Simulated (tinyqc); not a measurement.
Hall effect and magnetoresistance of several carrier groups with constant relaxation times. Changing the magnetic field B. Computed by tinyqc, a small Python program. Command: `OMP_NUM_THREADS=1 python tinyqc.py 3021369 3021370 out.jsonl hall2 sweep`. One thread of a shared host (Intel(R) Xeon(R) Processor @ 2.30GHz), about 0.01 s of CPU time with the checks.

Group 1 has charge -e and group 2 charge +e; s_i is that sign. B lies along z; mu B is formed with mu in m^2/(V s).

Inputs (values chosen for the exercise, for a model conductor):

| quantity | value | unit |
|---|---|---|
| density n1 | 2.8e+13 | 1/cm^2 |
| mobility mu1 | 24000 | cm^2/(V s) |
| density n2 | 2.8e+13 | 1/cm^2 |
| mobility mu2 | 980 | cm^2/(V s) |

Carriers: compensated semimetal. Densities: per area (a thin layer).

Constants: e = 1.602176634e-19 C.

Method. sigma_xx = sum n_i e mu_i/(1 + mu_i^2 B^2); sigma_xy = sum s_i n_i e mu_i^2 B/(1 + mu_i^2 B^2). rho_xx = sigma_xx/(sigma_xx^2 + sigma_xy^2); Hall coefficient R_H = sigma_xy/(B (sigma_xx^2 + sigma_xy^2)), with B in V s/cm^2 (1 T = 1e-4 V s/cm^2); magnetoresistance MR = rho_xx(B)/rho_xx(0) - 1. Apparent density 1/(e |R_H|); Hall mobility |R_H|/rho_xx.

One run for each value:

| magnetic field B (T) | magnetoresistance MR (%) | apparent density (1/cm^2) | Hall mobility (cm^2/(V s)) | Hall coefficient R_H (cm^2/C) |
|---|---|---|---|---|
| 0.021 | 1.0372e-02 | 3.0384e+13 | 23018 | -2.0542e+05 |
| 0.046 | 4.9768e-02 | 3.0384e+13 | 23009 | -2.0542e+05 |
| 0.1 | 2.3520e-01 | 3.0384e+13 | 22966 | -2.0542e+05 |
| 0.23 | 1.2442e+00 | 3.0384e+13 | 22737 | -2.0542e+05 |
| 0.51 | 6.1176e+00 | 3.0384e+13 | 21693 | -2.0542e+05 |
| 1.1 | 2.8459e+01 | 3.0384e+13 | 17920 | -2.0542e+05 |
| 2.5 | 1.4700e+02 | 3.0384e+13 | 9320 | -2.0542e+05 |
| 5.6 | 7.3759e+02 | 3.0384e+13 | 2748 | -2.0542e+05 |
| 12 | 3.3869e+03 | 3.0384e+13 | 660 | -2.0542e+05 |

Over the rows, magnetoresistance MR (%) rises from 0.0104 to 3390 (exponent d ln y / d ln x about 2.0 throughout); apparent density (1/cm^2) does not change; Hall mobility (cm^2/(V s)) falls from 23000 to 660 (exponent d ln y / d ln x -5.0e-4 between the first rows and -1.9 between the last). The exponent of magnetoresistance MR stays at 2: the quadratic law.
